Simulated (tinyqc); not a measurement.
Hydrogen passivation of interface dangling bonds: competing passivation and dissociation with distributed barriers: one step, computed by the program tinyqc.

P_b + H2 gives P_bH + H at the rate k_f [H2]; P_bH gives P_b + H at the rate k_d. All defects start unpassivated. E_f and E_d are Gaussian and independent.

Problem. Single barriers. [H2] = solubility factor x p; a = k_f0 [H2] exp(-E_f/(k_B T)), d = k_d0 exp(-E_d/(k_B T)). For one pair of barriers the active share is y = [d + a exp(-(a + d) t)]/(a + d). Temperatures in kelvin are T(C) + 273.15.

Inputs (values chosen for the exercise, close to those used for P_b centres at the silicon-oxide interface):
```
quantity                                      value          unit
passivation prefactor k_f0                  1.8e-07        cm^3/s
mean passivation barrier E_f                   1.62            eV
spread sigma_f                                0.087            eV
dissociation prefactor k_d0                 3.3e+12           1/s
mean dissociation barrier E_d                  2.56            eV
spread sigma_d                                0.087            eV
H2 in the oxide per atm, solubility factor  1.5e+18  1/(cm^3 atm)
hydrogen pressure p                            0.05           atm
anneal temperature T                            425             C
anneal time t                                   630             s
```

Constants: k_B = 8.617333262e-05 eV/K.

Give: passivation rate a; dissociation rate d; a t; steady active share d/(a + d); active share, single barriers.

Solution.

passivation rate a = 0.02729 1/s

dissociation rate d = 1.093e-06 1/s

a t = 17.19

steady active share d/(a + d) = 4.004e-05

active share, single barriers = 4.008e-05

Passivation has run its course, and the balance with dissociation sets the remainder. Caution: single-barrier shares below about 1e-3 are formal; measured passivation levels off well above them.
